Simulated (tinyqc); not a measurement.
p-n diode with diffusion and depletion-layer recombination: two steps of the calculation.

Abrupt junction in the depletion approximation, low injection, full ionisation, neutral widths fixed, ohmic contact on the p side. Vj is the junction voltage; where a series resistance Rs is given, V = Vj + J Rs is the terminal voltage.

Parameters, values chosen for the exercise; band and dielectric values those of a made-up semiconductor: temperature T = 273 K; band gap Eg = 1.57 eV; conduction-band density of states at T Nc = 3.72e17 cm^-3; valence-band density of states at T Nv = 1.17e19 cm^-3; acceptor density Na = 8e16 cm^-3; donor density Nd = 1.9e16 cm^-3; electron mobility in the p side mun = 2300 cm^2/(V s); hole mobility in the n side mup = 140 cm^2/(V s); electron lifetime tn = 3e-6 s; hole lifetime tp = 6e-9 s; neutral width of the p side wp = 2.1 um; neutral width of the n side wn = 2.7 um; recombination velocity at the n contact Sp = 1e7 cm/s; series resistance Rs = 0.00025 ohm cm^2; terminal voltage V = 1.34 V.

Constants: q = 1.602176634e-19 C, kB = 1.380649e-23 J/K, Vt = kB T/q. Results are converted to the units shown.

Problem 1. Diffusion lengths and saturation currents. ni = sqrt(Nc Nv) exp(-Eg/(2 Vt)), Eg in volts; D = mu Vt; Ln = sqrt(Dn tn), Lp = sqrt(Dp tp); J0n = q ni^2 Dn coth(wp/Ln)/(Ln Na); J0p = (q ni^2 Dp/(Lp Nd)) (s + tanh(wn/Lp))/(1 + s tanh(wn/Lp)), s = Sp Lp/Dp.

Give: ni; Ln; Lp; J0n; J0p.

Solution 1.

ni = 6725 cm^-3
Ln = 127.4 um
Lp = 1.406 um
J0n = 2.334e-23 A/cm^2
J0p = 9.325e-24 A/cm^2

wp/Ln = 0.016 and wn/Lp = 1.9; electrons carry 71.5 % of the diffusion current.

Problem 2. New Vj. Diffusion current alone: J = J0 (exp(Vj/Vt) - 1), g = Vj + J Rs - V, g' = 1 + Rs J0 exp(Vj/Vt)/Vt, Vj(new) = Vj - g/g'.

Vj after iteration 1 = 1.34 V
J0 = J0n + J0p = 3.2664836e-23 A/cm^2

Wanted: J; g; g'; Vj after iteration 2.

Solution 2.

J = 178.42 A/cm^2
g = 0.044606 V
g' = 2.8961
Vj after iteration 2 = 1.3246 V

Numbers from tinyqc (`OMP_NUM_THREADS=1 python tinyqc.py 2260141 2260142 out.jsonl`; about 0.01 s on one thread of a shared Intel Xeon 2.30GHz).
